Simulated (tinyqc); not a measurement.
# Vertical double-diffused power MOSFET, components of the on-resistance: On-resistance against the temperature

Stripe cells of pitch Wp + a, two channels a cell. Current flows through the channels, spreads in the accumulation layer, passes the gap between the p bodies and spreads at 45 degrees into the drift layer below them. Low drain voltage, full ionisation.

Triangular field at breakdown with Ec = Kc N^(1/8): BV = eps0 eps_r Ec^2/(2 q N), so N = (eps0 eps_r Kc^2/(2 q BV))^(4/3); W = 2 BV/Ec; mu = mud (T/300 K)^(-bt); rho = 1/(q mu N); ideal resistance rho W. Pitch p = Wp + a, Cox = 3.9 eps0/tox; zero-bias depletion in the gap w0 = sqrt(2 eps0 eps_r Vbi/(q N Nj)), open gap g = a - 2 w0; R_ch = Lc p/(2 mch Cox Vov); R_acc = 0.6 a p/(4 mac Cox Vov), 0.6 being an empirical factor for current leaving the layer along its length; R_gap = (rho/Nj) xp p/g; spreading depth t = min(W, (p - g)/2); R_drift = (rho p/2) ln((g + 2 t)/g) + rho (W - t); R_on = the sum with Rs.

Inputs (values chosen for the exercise); bulk values close to those of gallium nitride:
- eps_r = 9.38 (relative permittivity)
- Kc = 25900 V/cm per (cm^-3)^(1/8) (critical-field constant)
- BV = 6500 V (rated breakdown voltage of the drift layer)
- mud = 910 cm^2/(V s) (drift mobility at 300 K)
- bt = 2.2 (temperature exponent of the drift mobility)
- tox = 51 nm (gate oxide thickness (eps_r 3.9))
- Vov = 7 V (gate overdrive)
- mch = 28 cm^2/(V s) (channel mobility)
- mac = 66 cm^2/(V s) (accumulation-layer mobility)
- Lc = 0.7 um (channel length)
- Wp = 2.8 um (width of the p body in one cell, channels included)
- a = 2.2 um (gap between neighbouring p bodies)
- xp = 1.9 um (depth of the p body)
- Nj = 2 (doping of the gap over the drift doping)
- Vbi = 3.09 V (built-in voltage of the body junction)
- Rs = 0.45 mohm cm^2 (substrate and contact resistance)

Constants: q = 1.602176634e-19 C, eps0 = 8.8541878128e-14 F/cm where lengths are in cm. Results are converted to the units shown.

The same in every row: R_ch (mohm cm^2) = 1.319; R_acc (mohm cm^2) = 0.5275.

Results:
```
T (K)	R_gap (mohm cm^2)	R_drift (mohm cm^2)	R_on (mohm cm^2)	ideal (mohm cm^2)	largest term
250	4.655	17.97	24.92	16.66	drift
290	6.453	24.91	33.66	23.10	drift
330	8.575	33.10	43.97	30.69	drift
410	13.82	53.37	69.49	49.48	drift
450	16.96	65.50	84.76	60.72	drift
490	20.46	78.99	101.7	73.23	drift
```

Estimate the missing row, T = 370 K.

Computed row:
```
T (K)	R_gap (mohm cm^2)	R_drift (mohm cm^2)	R_on (mohm cm^2)	ideal (mohm cm^2)	largest term
370	11.03	42.58	55.90	39.48	drift
```

With this row back in the table: R_on rises from 24.9 to 102 mohm cm^2. The drift term is the largest at T = 250 and in all other rows. R_on is 1.50 times the ideal drift resistance in the first row and 1.39 times in the last. Only the drift mobility depends on T in this model.

Program tinyqc, `OMP_NUM_THREADS=1 python tinyqc.py 2230011 2230012 out.jsonl`; Intel Xeon 2.30GHz, shared host, one thread, about 0.01 s.
